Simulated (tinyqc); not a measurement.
Thickness series: Landau-Devonshire theory of a uniaxial ferroelectric. Computed by tinyqc, a small Python program. Command: `OMP_NUM_THREADS=1 python tinyqc.py 3030269 3030270 out.jsonl ferro walk`. One thread of a shared host (Intel(R) Xeon(R) Processor @ 2.30GHz), about 0.01 s of CPU time with the checks.

G(P) = (alpha/2) P^2 + (beta*/4) P^4 + (gamma/6) P^6 - E P per volume, SI units, one domain, P along the polar axis, which is normal to the film.

Inputs (values chosen for the exercise, for a model ferroelectric):

| quantity | value | unit |
|---|---|---|
| alpha_0 | 1.8e+06 | J m/(C^2 K) |
| Curie-Weiss temperature T0 | 440 | K |
| beta | 3.3e+09 | J m^5/C^4 |
| gamma | 2.36e+10 | J m^9/C^6 |
| temperature T | 260 | K |
| misfit strain u_m | -0.012 | - |
| electrostriction Q12 | -0.043 | m^4/C^2 |
| compliance s11 + s12 | 7.1e-12 | m^2/N |
| film thickness d | 12 | nm |
| screening length lambda | 0.025 | nm |
| background permittivity eps_b | 5 | - |
| series capacitance C_d | 6.4 | microfarad/cm^2 |

Sample: epitaxial film.

Constants: eps_0 = 8.8541878128e-12 F/m.

Method:
- alpha = alpha_0 (T - T0*), with clamping: T0* = T0 + 4 Q12 u_m/(alpha_0 (s11 + s12)), beta* = beta + 4 Q12^2/(s11 + s12).
- Ps^2 = [-beta* + sqrt(beta*^2 - 4 alpha gamma)]/(2 gamma).
- chi = 1/(eps_0 G''), G'' = alpha + 3 beta* P^2 + 5 gamma P^4 at Ps. Ps, chi and the coercive field are for perfect screening, without a depolarising field. The intrinsic coercive field is |alpha P + beta* P^3 + gamma P^5| at the P_c where G'' = 0. 1 C/m^2 = 100 microcoulomb/cm^2.
- Between shorted electrodes with screening length lambda each, the depolarising field is -k P, k = 2 lambda/(eps_0 (d + 2 lambda eps_b)), so alpha turns into alpha + k.
- The polar state is the lowest uniform state while alpha + k < 0 (beta* > 0) or < 3 beta*^2/(16 gamma) (beta* < 0); setting the equality gives the critical thickness d_c.
- Domains are left out, though they can pre-empt both the loss of P and the state at P = 0. The second and third columns are for the shorted capacitor, polar only where it is the lowest uniform state: alpha + k < 0 (beta* > 0) or < 3 beta*^2/(16 gamma) (beta* < 0). The last column is another circuit, the film in series with C_d at P = 0: 1/C = (alpha d)/(1 + alpha eps_0 eps_b) + 1/C_d, and P = 0 is locally stable while 1/C > 0; a dash marks the rest.

alpha = -6.14704e+08 J m/C^2

beta* = 4.34169e+09 J m^5/C^4

critical thickness d_c = 8.93661 nm

spontaneous polarisation Ps = 30.6233 microcoulomb/cm^2

Against thickness:

| d (nm) | P (microcoulomb/cm^2) | depolarising field (MV/m) | C of the stack / C_d |
|---|---|---|---|
| 1 | 0.000 | 0.000 | 1.0421 |
| 2 | 0.000 | 0.000 | 1.0880 |
| 3 | 0.000 | 0.000 | 1.1381 |
| 5 | 0.000 | 0.000 | 1.2535 |
| 8 | 0.000 | 0.000 | 1.4783 |
| 15 | 21.258 | 78.719 | 2.5421 |
| 30 | 26.665 | 49.778 | - |
| 60 | 28.768 | 26.964 | - |
| 150 | 29.907 | 11.240 | - |

What does the comparison show, and why?

The polar state appears between 8 and 15 nm (d_c = 8.94 nm), and at 150 nm P is 97.7 % of Ps. The stack exceeds C_d wherever it is stable, up to 2.54 times: the ferroelectric held at P = 0 acts as a negative capacitance. Caution: far below T0* the expansion with linear alpha(T) is only a fit.

Extremes, crossings and ranges named in words are read from the listed rows.
